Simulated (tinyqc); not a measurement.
# Which input was changed?

Model: out-diffusion of a doped substrate or buried layer into a growing epitaxial film. Computed by tinyqc, a small Python program. Command: `OMP_NUM_THREADS=1 python tinyqc.py 3030133 3030134 out.jsonl buried which`. One thread of a shared host (Intel(R) Xeon(R) Processor @ 2.30GHz), about 0.05 s of CPU time with the checks.

x is counted from the original substrate surface into the film, whose surface moves as x = v t. Substrate dopant has one diffusivity; the dopant of the film is taken as uniform.

Inputs (values chosen for the exercise, modelled on antimony in silicon): prefactor D0 = 3.92 cm^2/s; activation energy E = 3.86 eV; substrate concentration C_s = 7.7e+18 1/cm^3; film doping C_e = 1.7e+15 1/cm^3; growth rate v = 0.053 um/min; film thickness d = 1.6 um; growth temperature T = 975 C; autodoping level at the start, as a share of C_s = 0.0002; decay length of autodoping = 0.32 um; later thermal budget (Dt)2 = 1.9e-12 cm^2.

Film doping: opposite type.

Constants: k_B = 8.617333262e-05 eV/K.

Method:
- D = D0 exp(-E/(k_B T)); growth time t = d/v; l = 2 sqrt(D t); growth number G = v t/l = d/l; 1 um = 1e-4 cm.
- Temperatures in kelvin are T(C) + 273.15.
- After growth and the later budget: l2 = 2 sqrt(D t + (Dt)2); C(x) = (C_s/2) erfc(x/l2) + share x C_s exp(-x/decay length) for x > 0 (autodoping taken as unchanged by the later budget). The transition x_t solves C(x) = C_e, the metallurgical junction.
- Usable film = d - x_t. Also give x_t for the erfc term alone, after growth and after the later budget.

Problem. One of these inputs alone was changed, within the range given: prefactor D0 (1.96 to 7.84); film doping C_e (8.5e+14 to 3.4e+15); growth rate v (0.0265 to 0.106); later thermal budget (Dt)2 (9.5e-13 to 3.8e-12). Which one, and to what value?

Results:
```
run     x_t after growth, erfc alone (um)  usable film (um)  growth number G
before                         0.06745211          1.496382         58.93867
after                          0.06587234          1.501237         58.93867
```

Solution.

Each candidate set to reproduce x_t after growth, erfc alone, and what it then gives:
```
candidate                              range searched  value needed  usable film (um)  growth number G
prefactor D0 (cm^2/s)                    1.96 to 7.84         3.739            1.4975           60.352
film doping C_e (1/cm^3)           8.5e+14 to 3.4e+15      2.310e15            1.5012           58.939
growth rate v (um/min)                0.0265 to 0.106       0.05557            1.4975           60.352
later thermal budget (Dt)2 (cm^2)  9.5e-13 to 3.8e-12     no effect                 -                -
```

Only film doping C_e fits every result: it went from 1.7e+15 to 2.31e15 1/cm^3. The next best candidate, prefactor D0, misses one result by 2.4 %.

Caution: the substrate doping is comparable to or above the intrinsic density at growth temperature, so the diffusivity may be higher on that side.
